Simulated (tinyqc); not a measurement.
# Resistance of a source-drain extension with a graded tip, step by step

tinyqc, about 0.04 s, one thread, Intel Xeon 2.30GHz (shared host): `OMP_NUM_THREADS=1 python tinyqc.py 2282072 2282073 out.jsonl` Printed values are rounded.

y runs along the channel, the gate covers y > 0. The doping is N0 for y < y0 and N0 10^(-(y - y0)/la) beyond, uniform over the depth xj. Sheet conductance s(y) = q mu(N) max(N - Nch, 0) xj + (for y > 0) ma Cox Vo, with mu(N) = u0 + (u1 - u0)/(1 + (N/Nr)^au) and Cox = eps0 eox/tox. Current is taken as one-dimensional; depletion of the tip, spreading and the contact are left out. The metallurgical junction lies at yj, where N = Nch.

Parameters, values chosen for the exercise; mobility law close to that of holes in silicon: relative permittivity of the gate insulator (close to silicon dioxide) eox = 3.9; insulator thickness tox = 2.7 nm; active doping of the extension far from the gate N0 = 1e20 cm^-3; lateral abruptness la = 3.3 nm/decade; position under the gate where the fall begins (gate edge at 0) y0 = 3.2 nm; depth of the extension xj = 17 nm; channel doping Nch = 1.4e18 cm^-3; gate overdrive Vo = 0.68 V; mobility of the gate-induced layer ma = 60 cm^2/(V s); mobility at low doping u1 = 470.5 cm^2/(V s); mobility at high doping u0 = 44.9 cm^2/(V s); reference doping Nr = 2.23e17 cm^-3; exponent au = 0.719; gate length Lg = 50 nm.

Constants: q = 1.602176634e-19 C, eps0 = 8.8541878128e-14 F/cm where lengths are in cm. Results are converted to the units shown.

## Sheet resistances and junction position

yj = y0 + la log10(N0/Nch); sheet resistance of the full extension 1/[q mu(N0)(N0 - Nch) xj] and of the gate-induced layer 1/(ma Cox Vo); metallurgical length Lg - 2 yj; ye is where the doped and the gate-induced conductances are equal.

yj = 9.31778 nm
sheet resistance of the extension = 743.043 ohm/square
sheet resistance of the induced layer = 19164.2 ohm/square
metallurgical length = 31.3644 nm
ye = 8.06469 nm
N at ye = 3.35623e18 cm^-3

The gate takes over 1.25 nm before the junction, where N is still 2.40 times the channel doping.

## Resistance of the overlapped part

Midpoint rule on 9 equal steps from 0 to yj: R_ov = sum h/s(y), per width.

```
point	y (nm)	N (cm^-3)	doped conductance (uS)	sheet resistance (ohm/square)
0	0.517654	1e20	1345.82	715.309
1	1.55296	1e20	1345.82	715.309
2	2.58827	1e20	1345.82	715.309
3	3.62358	7.44119e19	1020.73	932.042
4	4.65889	3.61337e19	525.966	1729.67
5	5.69420	1.75462e19	275.203	3054.52
6	6.72951	8.52026e18	143.124	5120.21
7	7.76481	4.13736e18	68.0963	8314.14
8	8.80012	2.00906e18	19.5017	13950.4
```

R_ov = 36.491 ohm um

The exact integral is 37.027 ohm um; the coarse sum is 1.4 % below it.
